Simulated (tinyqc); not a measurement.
One-diode model of a solar cell: effect of the shunt resistance.

J is the current delivered and Vj = V + J Rs the junction voltage. J = X JL - J01 (exp(Vj/(n1 Vt)) - 1) - Vj/Rp. The photocurrent does not depend on voltage.

Jsc at V = 0, Voc at J = 0, the maximum power point where J (1 + 2 Rs G) = G Vj with G = -dJ/dVj; FF = Vmp Jmp/(Voc Jsc); efficiency Vmp Jmp/(X Pin). Empirical fill factor without parasitics FF0 = (v - ln(v + 0.72))/(v + 1), v = Voc/(n1 Vt).

Parameters, values chosen for the exercise; values of the order met in cells of silicon:
- T = 348 K (temperature)
- JL = 34.9 mA/cm^2 (photocurrent at one sun)
- X = 1 suns (concentration)
- J01 = 5e-6 A/cm^2 (saturation current of the diode)
- n1 = 1.62 (ideality factor of the diode)
- Rs = 0 ohm cm^2 (series resistance)
- Pin = 100 mW/cm^2 (incident power at one sun)

Constants: q = 1.602176634e-19 C, kB = 1.380649e-23 J/K, Vt = kB T/q. Results are converted to the units shown.

The same in every row: Jsc (mA/cm^2) = 34.90.

Effect of the shunt resistance:

| Rp (ohm cm^2) | Voc (V) | Vmp (V) | Jmp (mA/cm^2) | FF | efficiency (%) | FF0 |
|---|---|---|---|---|---|---|
| 30 | 0.4061 | 0.2948 | 22.92 | 0.4767 | 6.756 | 0.6575 |
| 100 | 0.4237 | 0.3215 | 27.95 | 0.6077 | 8.985 | 0.6662 |
| 300 | 0.4280 | 0.3274 | 29.59 | 0.6486 | 9.687 | 0.6682 |
| 1000 | 0.4294 | 0.3294 | 30.17 | 0.6632 | 9.939 | 0.6689 |
| 3000 | 0.4298 | 0.3299 | 30.34 | 0.6675 | 10.01 | 0.6691 |
| 10000 | 0.4299 | 0.3301 | 30.40 | 0.6689 | 10.04 | 0.6692 |
| 30000 | 0.4300 | 0.3302 | 30.42 | 0.6694 | 10.04 | 0.6692 |
| 1e5 | 0.4300 | 0.3302 | 30.43 | 0.6695 | 10.05 | 0.6692 |

What does the table show?

As Rp goes from 30 to 1e5, Voc rises from 0.406 to 0.430 V, FF rises from 0.477 to 0.670 and the efficiency rises from 6.76 to 10.0 %. Voc changes by 0.0267 mV a decade between the last two rows and 33.6 mV between the first two. In every row v is below 10, outside the range of the formula for FF0. For Rp = 30 the shunt carries over 0.3 of the photocurrent at open circuit, so it pulls Voc down and FF towards the 1/4 of a resistor.

tinyqc, about 0.01 s, one thread, Intel Xeon 2.30GHz (shared host): `OMP_NUM_THREADS=1 python tinyqc.py 2280111 2280112 out.jsonl`
